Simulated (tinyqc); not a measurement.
Absorption coefficient and reflectance from two thicknesses.

Inverse problem. With transparent contact layers the responsivity is (1 - Rf)(1 - exp(-al wi)) q lam/(h c). The second absorber is twice as thick as the first. Find al and Rf.

Parameters, values chosen for the exercise:
- lam = 1000 nm (wavelength)

Constants: q = 1.602176634e-19 C, h = 6.62607015e-34 J s, c = 299792458 m/s. Results are converted to the units shown.

responsivity for wi = 30 and 60 um (A/W): [0.099746618, 0.18187085]

Solution. The ratio of the responsivities is 1 + exp(-al w1), which gives al; either value then gives 1 - Rf.

al = 64.80 1/cm
Rf = 0.3000

Computed by the program tinyqc: `OMP_NUM_THREADS=1 python tinyqc.py 2250020 2250021 out.jsonl`, one thread of a shared Intel Xeon 2.30GHz, about 0.01 s for the whole run.
